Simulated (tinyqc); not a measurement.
# Worked calculation: graded p-n junction, non-linear Poisson equation by Newton steps

Program tinyqc, `OMP_NUM_THREADS=1 python tinyqc.py 2000085 2000086 out.jsonl`; Intel Xeon 2.30GHz, shared host, one thread, about 0.03 s. Printed values are rounded.

One dimension, p side on the left, n side on the right; net doping C = (Nd - Na)/2 + ((Nd + Na)/2) tanh(x/Lg). The potential psi is counted from the intrinsic level, and the quasi-Fermi potentials are flat: 0 for holes and -V for electrons, so n = ni exp((psi + V)/Vt) and p = ni exp(-psi/Vt) (Boltzmann statistics, full ionisation, no current).

Parameters, values chosen for the exercise; band and dielectric values those of a made-up semiconductor:
- T = 273 K (temperature)
- Eg = 0.954 eV (band gap)
- eps_r = 17.1 (relative permittivity)
- Nc = 1.99e17 cm^-3 (conduction-band density of states at T)
- Nv = 5.54e18 cm^-3 (valence-band density of states at T)
- Na = 6.7e16 cm^-3 (acceptor density of the p side)
- Nd = 3.8e15 cm^-3 (donor density of the n side)
- V = 0.13 V (bias of the p side against the n side)
- Lg = 320 nm (grading length)

Constants: q = 1.602176634e-19 C, kB = 1.380649e-23 J/K, Vt = kB T/q, eps0 = 8.8541878128e-14 F/cm where lengths are in cm. Results are converted to the units shown.

Range of the model: Flat quasi-Fermi levels over the whole structure hold only for low forward bias and sides short against the diffusion lengths.

## Intrinsic density, end potentials and Debye lengths

ni = sqrt(Nc Nv) exp(-Eg/(2 Vt)), Eg in volts; psi_p = -Vt ln(Na/ni), psi_n = Vt ln(Nd/ni) - V; Debye length sqrt(eps0 eps_r Vt/(q N)).

ni = 1.64216e9 cm^-3
psi_p = -0.412262 V
psi_n = 0.214752 V
Debye length, p side = 18.2158 nm
Debye length, n side = 76.4880 nm

## Net doping on the mesh

x, node 0 to 15 (nm): -2470  -2030  -1620  -1250  -922  -623  -354  -110  110  376  698  1090  1560  2130  2820  3650

C = (Nd - Na)/2 + ((Nd + Na)/2) tanh(x/Lg), taken at the nodes.

net doping C, node 0 to 15 (cm^-3): -6.70000e16  -6.69998e16  -6.69972e16  -6.69714e16  -6.67782e16  -6.55867e16  -6.00167e16  -4.33111e16  -1.98889e16  -2.36426e15  2.90891e15  3.72221e15  3.79587e15  3.79988e15  3.80000e15  3.80000e15

## Couplings between neighbouring nodes

a_i = eps0 eps_r/h_i for the interval from node i to i + 1, with h_i = x_(i+1) - x_i in cm.

coupling a_i, interval 0 to 14 (F/cm^2): 3.44106e-8  3.69284e-8  4.09207e-8  4.61606e-8  5.06377e-8  5.62850e-8  6.20519e-8  6.88212e-8  5.69198e-8  4.70207e-8  3.86241e-8  3.22142e-8  2.65626e-8  2.19430e-8  1.82418e-8

## Starting potential

A straight line in x from psi_p = -Vt ln(Na/ni) at the first node to psi_n = Vt ln(Nd/ni) - V at the last.

psi at the start, node 0 to 15 (V): -0.412262  -0.367183  -0.325177  -0.287269  -0.253665  -0.223031  -0.195471  -0.170472  -0.147933  -0.120680  -0.087690  -0.047529  0.000624  0.059023  0.129716  0.214752

## Iteration 1: densities, residual and Jacobian diagonal

n_i = ni exp((psi_i + V)/Vt), p_i = ni exp(-psi_i/Vt), rho_i = p_i - n_i + C_i, g_i = (n_i + p_i)/Vt. Box widths w_i = (h_(i-1) + h_i)/2 in cm. Residual F_i = a_i (psi_(i+1) - psi_i) - a_(i-1) (psi_i - psi_(i-1)) + q rho_i w_i; Jacobian: a_(i-1) and a_i beside the diagonal, b_i = -a_(i-1) - a_i - q g_i w_i on it. The two end nodes are fixed.

```
node   n (cm^-3)   p (cm^-3)
0        10107.6      6.7e16
1        68683.0  9.85997e15
2      4.09550e5  1.65355e15
3      2.05169e6  3.30076e14
4      8.56008e6  7.91128e13
5      3.14771e7  2.15144e13
6      1.01571e8  6.66735e12
7      2.93943e8  2.30389e12
8      7.66237e8  8.83815e11
9      2.44042e9  2.77498e11
10     9.91936e9  6.82717e10
11    5.46887e10  1.23830e10
12    4.23485e11   1.59914e9
13    5.06890e12   1.33601e8
14    1.02318e14   6.61868e6
15        3.8e15   1.78214e5
```

```
node  residual F (C/cm^2)  diagonal b (F/cm^2)
1             -3.89079e-7          -2.92524e-6
2             -4.08299e-7          -5.17044e-7
3             -3.72631e-7          -1.65535e-7
4             -3.35018e-7          -1.13689e-7
5             -2.98333e-7          -1.11084e-7
6             -2.46616e-7          -1.19502e-7
7             -1.60981e-7          -1.31237e-7
8             -7.74299e-8          -1.25887e-7
9             -1.11353e-8          -1.03997e-7
10             1.66386e-8          -8.56638e-8
11             2.57030e-8          -7.08580e-8
12             3.16211e-8          -5.89273e-8
13             3.83038e-8          -5.06805e-8
14             4.50250e-8          -9.31440e-8
```

## Iteration 1: Newton step

Solve the tridiagonal system a_(i-1) d_(i-1) + b_i d_i + a_i d_(i+1) = -F_i for nodes 1 to 14, with d = 0 on fixed nodes. If the largest |d| exceeds 4 Vt, the whole step is scaled down so that it equals 4 Vt.

Newton step d, before damping, node 1 to 14 (V): -0.1506  -1.3915  -7.4686  -17.4768  -25.8140  -29.9227  -30.2368  -28.3409  -24.7611  -20.2203  -15.1332  -9.8410  -4.6690  -0.6165
psi after iteration 1, node 0 to 15 (V): -0.412262  -0.367651  -0.329508  -0.310513  -0.308055  -0.303368  -0.288595  -0.264574  -0.236134  -0.197740  -0.150619  -0.094625  -0.030002  0.044492  0.127797  0.214752

## Iteration 2: densities, residual and Jacobian diagonal

As before.

```
node   n (cm^-3)   p (cm^-3)
0        10107.6      6.7e16
1        67328.4  1.00583e16
2      3.40691e5  1.98776e15
3      7.63875e5  8.86549e14
4      8.47990e5  7.98609e14
5      1.03495e6  6.54343e14
6      1.93928e6  3.49207e14
7      5.38376e6  1.25788e14
8      1.80348e7  3.75503e13
9      9.22318e7  7.34250e12
10     6.83558e8  9.90716e11
11     7.38680e9  9.16787e10
12    1.15199e11   5.87865e9
13    2.73318e12   2.47775e8
14    9.43043e13   7.18114e6
15        3.8e15   1.78214e5
```

```
node  residual F (C/cm^2)  diagonal b (F/cm^2)
1             -3.87855e-7          -2.98266e-6
2             -4.06842e-7          -6.05812e-7
3             -3.70183e-7          -2.97800e-7
4             -3.31280e-7          -2.67307e-7
5             -2.94860e-7          -2.33483e-7
6             -2.44550e-7          -1.79339e-7
7             -1.60055e-7          -1.50748e-7
8             -7.70591e-8          -1.31955e-7
9             -1.10717e-8          -1.05411e-7
10             1.65910e-8          -8.58859e-8
11             2.56229e-8          -7.08674e-8
12             3.15207e-8          -5.88196e-8
13             3.81765e-8          -4.96783e-8
14             4.48808e-8          -8.89960e-8
```

## Iteration 2: Newton step

As before.

Newton step d, before damping, node 1 to 14 (V): -0.13985  -0.79255  -1.66498  -2.01936  -2.59992  -3.72964  -4.47986  -4.12435  -2.79097  -1.02868  0.68075  1.93554  2.27377  1.06492
psi after iteration 2, node 0 to 15 (V): -0.412262  -0.370589  -0.346155  -0.345486  -0.350473  -0.357980  -0.366937  -0.358675  -0.322767  -0.256366  -0.172227  -0.080326  0.010655  0.092254  0.150166  0.214752

## Course of the Newton iteration

Stop when the largest undamped |d| is below 1e-9 V, or after 80 iterations.

Course of the iteration:
```
iteration  largest |F| (C/cm^2)  largest |d| (V)  at node
1                       4.08e-7             30.2        7
2                       4.07e-7             4.48        7
3                       3.94e-7             2.88       12
4                       3.78e-7             1.35       11
5                       3.41e-7            0.548       11
6                       2.62e-7            0.138       10
7                       5.39e-8           0.0333       10
8                       2.96e-9          4.13e-3       10
9                      1.69e-11          1.56e-4       10
10                     2.15e-14          1.99e-7       10
11                      < 1e-19          < 1e-11       10
```

Converged in 11 iterations. Once the step is below 0.1 Vt, 2 more iteration(s) reach the threshold: near the solution the error is roughly squared each time.

## Converged densities, field and charge

converged psi, node 0 to 15 (V): -0.412262  -0.412262  -0.412261  -0.412252  -0.412183  -0.411753  -0.409638  -0.401866  -0.381739  -0.249161  0.141629  0.211742  0.214658  0.214750  0.214752  0.214752

n and p as above; field E_i = -(psi_(i+1) - psi_i)/h_i on each interval; charge on either side of the peak Q = eps0 eps_r |E|max (Gauss).

```
node   n (cm^-3)   p (cm^-3)
0        10107.6      6.7e16
1        10107.7  6.69998e16
2        10108.1  6.69971e16
3        10112.0  6.69709e16
4        10141.8  6.67745e16
5        10328.8  6.55653e16
6        11300.4  5.99284e16
7        15724.2  4.30682e16
8        36993.2  1.83064e16
9      1.03662e7  6.53288e13
10    1.69781e14   3.98874e6
11    3.34365e15   2.02537e5
12    3.78489e15   1.78925e5
13    3.79965e15   1.78230e5
14    3.79999e15   1.78214e5
15        3.8e15   1.78214e5
```

field E, interval 0 to 14 (kV/cm): 0.0000  0.0000  -0.0002  -0.0021  -0.0144  -0.0786  -0.3185  -0.9148  -4.9842  -12.1363  -1.7886  -0.0620  -0.0016  0.0000  0.0000
peak |E| = 12.1363 kV/cm
charge Q = 18.3752 nC/cm^2

A mesh of more than 1000 nodes gives a peak field of 11.96 kV/cm; the 16-node value is 1.5 % above it.
